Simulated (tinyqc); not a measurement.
## Hoppings from the band edges

Inverse problem. A dimerised chain has bands +/- sqrt(dl^2 + t1^2 + t2^2 + 2 t1 t2 cos k). Its semi-infinite form starts with the bond t1 and has a state bound to its end; such a state exists only for t1 < t2. Find t1 and t2.

Inputs (values chosen for the exercise):
- dl = 0 eV (site energy, +dl on A and -dl on B)

bottom and top of the upper band (eV): [0.42, 1.58]

Answer. The top gives t1 + t2 = sqrt(E^2 - dl^2) and the bottom |t1 - t2|; the end state decides which is larger.

t1 = 0.580 eV
t2 = 1.00 eV

Program tinyqc, `OMP_NUM_THREADS=1 python tinyqc.py 2680111 2680112 out.jsonl`; Intel Xeon 2.30GHz, shared host, one thread, about 0.01 s.
